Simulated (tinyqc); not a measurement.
Kane-Mele model of a buckled honeycomb layer in a normal field: one step. The four Dirac masses. Four cases, with inputs chosen for the exercise.

Problem. Form D, hbar v, and for each flavour m, the gap 2|m|, the band mass 2c|m|/(hbar v)^2 with c = hbar^2/2m0, and the share of the Chern number.

Sublattices A and B lie at +/-b, so the field gives them the energies +/-D, D = e b Ez (in eV for b in angstrom and Ez in V/angstrom); 2 lam is the gap at zero field. Near the valleys tau = +/-1, for spin sz = +/-1: H = hbar v (tau qx sx + qy sy) + m sz_AB with m = D - tau sz lam, hbar v = (sqrt3/2) a t. On the lattice the spin-orbit term is the second-neighbour hopping i (lam/3 sqrt3) nu sz, nu = +/-1 by the sense of the turn. The filled band of one cone contributes tau sign(m)/2 to the Chern number, in the sense Omega = curl of i<u|grad u>. Rashba terms are left out.

Constants: hbar^2/2m0 = 3.80998211 eV angstrom^2.

Give: D; hbar v; Flavours.

Case 1.

Values chosen (of the size used for stanene; the results hold for these values, not for the real material): a = 4.78 angstrom (lattice constant); t = 1.23 eV (hopping); lam = 0.093 eV (spin-orbit half gap); b = 0.38 angstrom (half the buckling height); Ez = 0.42 V/angstrom (normal field at the atoms, after screening; 0.01 is 1 MV/cm, and gates reach some 0.05).

Solution.

D = 159.600 meV
hbar v = 5.0917 eV angstrom

Flavours:

| tau | sz | m (meV) | gap (meV) | mass (m0) | share of C |
|---|---|---|---|---|---|
| 1 | 1 | 66.600 | 133.200 | 0.01957 | 0.5 |
| 1 | -1 | 252.600 | 505.200 | 0.07424 | 0.5 |
| -1 | 1 | 252.600 | 505.200 | 0.07424 | -0.5 |
| -1 | -1 | 66.600 | 133.200 | 0.01957 | -0.5 |

Case 2.

Values chosen (of the size used for stanene; the results hold for these values, not for the real material): a = 4.66 angstrom (lattice constant); t = 1.28 eV (hopping); lam = 0.095 eV (spin-orbit half gap); b = 0.37 angstrom (half the buckling height); Ez = 0.43 V/angstrom (normal field at the atoms, after screening; 0.01 is 1 MV/cm, and gates reach some 0.05).

Solution.

D = 159.100 meV
hbar v = 5.1657 eV angstrom

Flavours:

| tau | sz | m (meV) | gap (meV) | mass (m0) | share of C |
|---|---|---|---|---|---|
| 1 | 1 | 64.100 | 128.200 | 0.01830 | 0.5 |
| 1 | -1 | 254.100 | 508.200 | 0.07256 | 0.5 |
| -1 | 1 | 254.100 | 508.200 | 0.07256 | -0.5 |
| -1 | -1 | 64.100 | 128.200 | 0.01830 | -0.5 |

Case 3.

Values chosen (of the size used for silicene; the results hold for these values, not for the real material): a = 3.8 angstrom (lattice constant); t = 1.49 eV (hopping); lam = 0.0043 eV (spin-orbit half gap); b = 0.22 angstrom (half the buckling height); Ez = 0.025 V/angstrom (normal field at the atoms, after screening; 0.01 is 1 MV/cm, and gates reach some 0.05).

Solution.

D = 5.500 meV
hbar v = 4.9034 eV angstrom

Flavours:

| tau | sz | m (meV) | gap (meV) | mass (m0) | share of C |
|---|---|---|---|---|---|
| 1 | 1 | 1.200 | 2.400 | 0.00038 | 0.5 |
| 1 | -1 | 9.800 | 19.600 | 0.00311 | 0.5 |
| -1 | 1 | 9.800 | 19.600 | 0.00311 | -0.5 |
| -1 | -1 | 1.200 | 2.400 | 0.00038 | -0.5 |

Case 4.

Values chosen (of the size used for stanene; the results hold for these values, not for the real material): a = 4.77 angstrom (lattice constant); t = 1.28 eV (hopping); lam = 0.099 eV (spin-orbit half gap); b = 0.38 angstrom (half the buckling height); Ez = 0.11 V/angstrom (normal field at the atoms, after screening; 0.01 is 1 MV/cm, and gates reach some 0.05).

Solution.

D = 41.800 meV
hbar v = 5.2876 eV angstrom

Flavours:

| tau | sz | m (meV) | gap (meV) | mass (m0) | share of C |
|---|---|---|---|---|---|
| 1 | 1 | -57.200 | 114.400 | 0.01559 | -0.5 |
| 1 | -1 | 140.800 | 281.600 | 0.03837 | 0.5 |
| -1 | 1 | 140.800 | 281.600 | 0.03837 | -0.5 |
| -1 | -1 | -57.200 | 114.400 | 0.01559 | 0.5 |

Computed by tinyqc, one run a case: `OMP_NUM_THREADS=1 python tinyqc.py N N+1 out.jsonl` with N = 1480604, 1481107, 1481564, 1482271; one thread of a shared Intel(R) Xeon(R) Processor @ 2.30GHz, about 0.06 s a run at most.
